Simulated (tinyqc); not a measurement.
Capacitance of parallel on-chip lines from Laplace's equation on a mesh: two steps of the calculation.

Cross-section of an endless row of equal lines between two grounded planes; neighbours are driven in antiphase (+1 V and -1 V), so the plane midway between two lines is at 0 V. By symmetry one quarter is solved: x runs from the centre of a line (column 0, mirror) to that midplane (column 5, 0 V), y from the mid-height of the line (row 0, mirror) to the ground plane (row 4, 0 V). The line fills columns 0 to 2 and rows 0 to 2 at 1 V. Cells beside the line (below row 2) have e2, cells above have e1. Each link between nodes has the conductance g = mean permittivity of the two cells beside it (a cell beyond a mirror counts as 0), and the free nodes obey sum g (V_neighbour - V) = 0.

Parameters, values chosen for the exercise:

| symbol | value | unit | meaning |
|---|---|---|---|
| e1 | 2.7 |  | relative permittivity above and below the lines |
| e2 | 2.4 |  | relative permittivity between the lines |
| om | 1 |  | over-relaxation factor |

Problem 1. Link conductances. gx[j, i] joins node (row j, column i) to column i + 1, gy[j, i] to row j + 1.

Wanted: gx; gy.

Solution 1.

gx:
```
	col 0	col 1	col 2	col 3	col 4
row 0	1.200	1.200	1.200	1.200	1.200
row 1	2.400	2.400	2.400	2.400	2.400
row 2	2.550	2.550	2.550	2.550	2.550
row 3	2.700	2.700	2.700	2.700	2.700
row 4	1.350	1.350	1.350	1.350	1.350
```

gy:
```
	col 0	col 1	col 2	col 3	col 4	col 5
row 0	1.200	2.400	2.400	2.400	2.400	1.200
row 1	1.200	2.400	2.400	2.400	2.400	1.200
row 2	1.350	2.700	2.700	2.700	2.700	1.350
row 3	1.350	2.700	2.700	2.700	2.700	1.350
```

Problem 2. Relaxation sweep. One sweep visits the free nodes row by row from row 0, left to right, and replaces V by V + om (weighted mean of the neighbours - V), using new values at once.

V at the start (V):
```
	col 0	col 1	col 2	col 3	col 4	col 5
row 0	1	1	1	0	0	0
row 1	1	1	1	0	0	0
row 2	1	1	1	0	0	0
row 3	0	0	0	0	0	0
row 4	0	0	0	0	0	0
```

gx:
```
	col 0	col 1	col 2	col 3	col 4
row 0	1.2	1.2	1.2	1.2	1.2
row 1	2.4	2.4	2.4	2.4	2.4
row 2	2.55	2.55	2.55	2.55	2.55
row 3	2.7	2.7	2.7	2.7	2.7
row 4	1.35	1.35	1.35	1.35	1.35
```

gy:
```
	col 0	col 1	col 2	col 3	col 4	col 5
row 0	1.2	2.4	2.4	2.4	2.4	1.2
row 1	1.2	2.4	2.4	2.4	2.4	1.2
row 2	1.35	2.7	2.7	2.7	2.7	1.35
row 3	1.35	2.7	2.7	2.7	2.7	1.35
```

Find: V after sweep 1.

Solution 2.

V after sweep 1 (V):
```
	col 0	col 1	col 2	col 3	col 4	col 5
row 0	1.0000	1.0000	1.0000	0.2500	0.0625	0.0000
row 1	1.0000	1.0000	1.0000	0.3125	0.0938	0.0000
row 2	1.0000	1.0000	1.0000	0.3235	0.1029	0.0000
row 3	0.2500	0.3125	0.3281	0.1629	0.0665	0.0000
row 4	0.0000	0.0000	0.0000	0.0000	0.0000	0.0000
```

tinyqc, about 0.8 s, one thread, Intel Xeon 2.30GHz (shared host): `OMP_NUM_THREADS=1 python tinyqc.py 2790230 2790231 out.jsonl`
